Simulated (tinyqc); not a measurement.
# Ground and coupling capacitance from two measurements

Inverse problem. A line has Cg to the planes and Cc to each of two neighbours. Find Cg, Cc, the load when both neighbours switch in antiphase, and the pulse on the line when it floats and both neighbours swing by Vx.

Inputs (values chosen for the exercise): swing Vx = 0.8 V.

capacitance with neighbours driven alike and with neighbours grounded (aF/um): [60, 146]

Solution. Driven alike, Cc carries no charge, which leaves Cg; grounded neighbours give Cg + 2 Cc, antiphase Cg + 4 Cc; a floating line divides the swing as 2 Cc/(Cg + 2 Cc).

Cg = 60.00 aF/um
Cc = 43.00 aF/um
load in antiphase = 232.0 aF/um
pulse = 0.4712 V

Program tinyqc, `OMP_NUM_THREADS=1 python tinyqc.py 2790170 2790171 out.jsonl`; Intel Xeon 2.30GHz, shared host, one thread, about 1 s.
